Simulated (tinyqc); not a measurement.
## Thickness from two neighbouring fringes

Inverse problem. At normal incidence a transparent film with an index between those of air and substrate, taken as constant, has reflectance minima at 2 n1 d = (m + 1/2) lam (small phase shifts at the substrate neglected). Find d and the order m of the shorter wavelength.

Inputs (values chosen for the exercise): index of the transparent film n1 = 1.453.

wavelengths of two neighbouring reflectance minima (nm): 432  482.82353

Solution. Neighbouring orders differ by one: 2 n1 d (1/lam1 - 1/lam2) = 1.

d = 1.41e3 nm
m = 9

Numbers from tinyqc (`OMP_NUM_THREADS=1 python tinyqc.py 2870168 2870169 out.jsonl`; about 0.01 s on one thread of a shared Intel Xeon 2.30GHz).
